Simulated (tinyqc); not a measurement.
From results back to parameters: conductance of a narrow metal strip with scatterers (square lattice, Green functions). Five cases, with inputs chosen for the exercise.

Problem. Boundaries with reflection R, a distance dg apart, add incoherently to the scattering in a one-dimensional channel: rho/rho0 = 1 + (lam/dg) R/(1 - R). The ratio comes from a hidden R.

Find: R; effective mean free path lam rho0/rho.

Method. y = (rho/rho0 - 1) dg/lam = R/(1 - R), so R = y/(1 + y).

Case 1.

Values chosen (out of a larger set: hopping and spacing of the size met in Cu or Al; the lattice is a model; not measured data): lam = 32 nm (bulk mean free path); dg = 27 nm (distance between boundaries).

rho/rho0 = 1.82360

Solution.

R = 0.410
effective mean free path lam rho0/rho = 17.55 nm

Case 2.

Values chosen (out of a larger set: hopping and spacing of the size met in Cu or Al; the lattice is a model; not measured data): lam = 22 nm (bulk mean free path); dg = 16 nm (distance between boundaries).

rho/rho0 = 2.43112

Solution.

R = 0.510
effective mean free path lam rho0/rho = 9.05 nm

Case 3.

Values chosen (out of a larger set: hopping and spacing of the size met in Cu or Al; the lattice is a model; not measured data): lam = 39 nm (bulk mean free path); dg = 51 nm (distance between boundaries).

rho/rho0 = 1.16786

Solution.

R = 0.180
effective mean free path lam rho0/rho = 33.39 nm

Case 4.

Values chosen (out of a larger set: hopping and spacing of the size met in Cu or Al; the lattice is a model; not measured data): lam = 34 nm (bulk mean free path); dg = 50 nm (distance between boundaries).

rho/rho0 = 1.76681

Solution.

R = 0.530
effective mean free path lam rho0/rho = 19.24 nm

Case 5.

Values chosen (out of a larger set: hopping and spacing of the size met in Cu or Al; the lattice is a model; not measured data): lam = 35 nm (bulk mean free path); dg = 44 nm (distance between boundaries).

rho/rho0 = 1.55277

Solution.

R = 0.410
effective mean free path lam rho0/rho = 22.54 nm

Computed by tinyqc, one run a case: `OMP_NUM_THREADS=1 python tinyqc.py N N+1 out.jsonl` with N = 1450405, 1450410, 1450461, 1450463, 1450537; one thread of a shared Intel(R) Xeon(R) Processor @ 2.30GHz, about 0.01 s a run at most.
